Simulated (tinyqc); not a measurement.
Polycrystal bounds against single-crystal directions: anisotropic elasticity and sound waves of a cubic crystal. Computed by tinyqc, a small Python program. Command: `OMP_NUM_THREADS=1 python tinyqc.py 3011391 3011392 out.jsonl cubicelastic walk`. One thread of a shared host (Intel(R) Xeon(R) Processor @ 2.30GHz), about 0.01 s of CPU time with the checks.

Voigt order 1..6 = xx, yy, zz, yz, xz, xy, with engineering shear strains. The rotated frame has x' as named, z' along the wafer normal and y' = z' x x'.

Inputs (values chosen for the exercise, modelled on indium phosphide): C11 = 99.22 GPa; C12 = 56.99 GPa; C44 = 45.54 GPa.

Frame: (001) wafer, x' along [110].

Method. S11 = (C11 + C12)/D, S12 = -C12/D, D = (C11 - C12)(C11 + 2 C12), S44 = 1/C44. Zener ratio A = 2 C44/(C11 - C12); S0 = S11 - S12 - S44/2; H = 2 C44 + C12 - C11. B = (C11 + 2 C12)/3; Voigt G = (C11 - C12 + 3 C44)/5; Reuss G = 5/(4 (S11 - S12) + 3 S44); Hill is their mean; E = 9BG/(3B + G), nu = (3B - 2G)/(6B + 2G). Along <hkl>, with g = 0, 1/4, 1/3: 1/E = S11 - 2 S0 g; for a film with that normal C33 = C11 + 2 H g and M = [6B - (3B - C33) - (3B - C33)^2/C33]/2.

S11 = 17.3500 1/TPa

S12 = -6.32981 1/TPa

S44 = 21.9587 1/TPa

S0 = 12.7005 1/TPa

H = 48.85 GPa

Zener ratio A = 2.15676

bulk modulus B = 71.067 GPa

Averages:

| average | G (GPa) | E (GPa) | nu |
|---|---|---|---|
| Voigt | 35.770 | 91.893 | 0.28449 |
| Reuss | 31.134 | 81.501 | 0.30886 |
| Hill | 33.452 | 86.745 | 0.29656 |

Directions:

| direction | E (GPa) | biaxial modulus M (GPa) |
|---|---|---|
| <100> | 57.64 | 90.74 |
| <110> | 90.91 | 135.99 |
| <111> | 112.57 | 147.35 |

What follows from these numbers?

The bounds on G differ by 15 %, while E varies by a factor 1.95 with direction; with A above 1 the stiffest axis is <111>. Under a fixed mismatch strain, grains with a <100> normal store the least energy.

Extremes, crossings and ranges named in words are read from the listed rows.
